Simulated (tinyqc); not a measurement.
Rapid thermal processing of a wafer: radiative balance, ramp and cooling, pattern effects, pyrometer error and spike budget. From natural cooling rate back to reflectivity of the chamber walls r. Computed by tinyqc, a small Python program. Command: `OMP_NUM_THREADS=1 python tinyqc.py 3113607 3113608 out.jsonl rtp inv`. One thread of a shared host (Intel(R) Xeon(R) Processor @ 2.30GHz), about 0.05 s of CPU time with the checks.

The wafer is opaque and uniform through its thickness unless said otherwise; temperatures in formulas are in kelvin (C + 273.15). sigma = 5.670374419e-12 W/(cm^2 K^4).

Inputs (values chosen for the exercise, modelled on a hot silicon wafer):
```
quantity                                              value         unit
wafer thickness d                                       775   micrometre
heat capacity per volume C                             2.09   J/(cm^3 K)
thermal conductivity k                                 0.28     W/(cm K)
emissivity eps of each face                            0.64            -
gas heat-transfer coefficient h, both faces together   0.84  mW/(cm^2 K)
wall temperature T_w                                    700            K
process temperature                                     736            C
ramp rate                                                62          K/s
```

Method. Effective emissivity between parallel grey plates: eps_eff = 1/(1/eps + 1/(1 - r) - 1). Loss per area q(T) = 2 eps_eff sigma (T^4 - T_w^4) + h (T - T_w). Absorbed power during a ramp = q(T) + C d x ramp rate; thermal time constant tau = C d/(dq/dT), dq/dT = 8 eps_eff sigma T^3 + h; natural cooling rate q/(C d); front-to-back difference under one-sided heating at the end of the ramp = (absorbed power) d/(2 k).

Task: A run gave the result below. Find the reflectivity of the chamber walls r, known to lie between 0.52 and 0.77.

natural cooling rate = 20.68544 K/s

Result:

Each step takes the trial c = (a f_b - b f_a)/(f_b - f_a), f being the result less the target and a, b, c the logarithms of the listed values; c replaces end b, the old b replaces a if the sign of f changed, and otherwise f_a is halved.

Scan of the range:
```
reflectivity of the chamber walls r  natural cooling rate (K/s)
0.520                                                   22.6940
0.555                                                   21.4640
0.593                                                   20.0840
0.633                                                   18.5785
0.676                                                   16.8962
0.721                                                   15.0603
0.770                                                   12.9676
```

False position (Illinois rule, in the logarithm of the input) inside the bracket:
```
step     end a     end b     trial  natural cooling rate (K/s)
1     0.555000  0.593000  0.576129                     20.7026
2     0.593000  0.576129  0.576590                     20.6858
3     0.593000  0.576590  0.576610                     20.6851
4     0.576590  0.576610  0.576600                     20.6854
```

Natural cooling rate falls at every point of a 13-point scan of the range (every second point is shown), so one value fits; it is bracketed by 0.555 and 0.593. Answer: reflectivity of the chamber walls r = 0.5766.
